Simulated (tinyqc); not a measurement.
# Bulk resistivity and mean free path from two films

Question. In the thick-film limit single-crystal films obey rho = rho0 (1 + 3 (1 - ps) lam/(8 d)). Find rho0, lam and the product rho0 lam.

Values chosen for this exercise: specular share of surface scattering ps = 0.

rho at d = 99 and 310 nm (uohm cm): [1.9511818, 1.7734097]

Solution. rho is a straight line in 1/d: the intercept is rho0 and the slope (3/8)(1 - ps) rho0 lam. Without ps only the product (1 - ps) lam could be found.

rho0 = 1.690 uohm cm
lam = 40.80 nm
rho0 lam = 68.95 uohm cm nm

Numbers from tinyqc (`OMP_NUM_THREADS=1 python tinyqc.py 2100005 2100006 out.jsonl`; about 0.01 s on one thread of a shared Intel Xeon 2.30GHz).
